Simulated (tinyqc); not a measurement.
Bottom-up copper filling of a trench by curvature-enhanced accelerator coverage: one step, computed by the program tinyqc.

A rectangular trench keeps vertical walls and a flat floor. An accelerator floats on the surface; where area is lost in the corners it is passed on to the floor.

Problem. Velocities. Kinetic current i_k = [i_0 (1 - theta) + i_1 theta] exp(alpha eta/(k_B T)), limit i_L = 2 F D C/delta, i = 1/(1/i_k + 1/i_L); velocity v = i Omega/(2F), Omega = 7.11 cm^3/mol, F = e N_A. Depletion inside the trench is ignored.

Inputs (values chosen for the exercise, close to those used for damascene copper plating): exchange current of the suppressed surface i_0 = 0.021 mA/cm^2; exchange current of the accelerated surface i_1 = 1.8 mA/cm^2; transfer coefficient alpha = 0.37; overpotential eta = 0.19 V; starting coverage theta_0 = 0.0091; cupric ion concentration C = 0.41 mol/l; diffusivity D = 3.7e-06 cm^2/s; boundary layer delta = 39 um; temperature T = 298 K.

Constants: e = 1.602176634e-19 C; N_A = 6.02214076e+23 1/mol; k_B = 8.617333262e-05 eV/K.

Give: limiting current i_L; velocity at theta = 0; velocity at theta_0; velocity at theta = 1; ratio v(1)/v(theta_0).

Solution.

limiting current i_L = 75.061 mA/cm^2

velocity at theta = 0 = 0.11903 nm/s

velocity at theta_0 = 0.21008 nm/s

velocity at theta = 1 = 7.4764 nm/s

ratio v(1)/v(theta_0) = 35.587
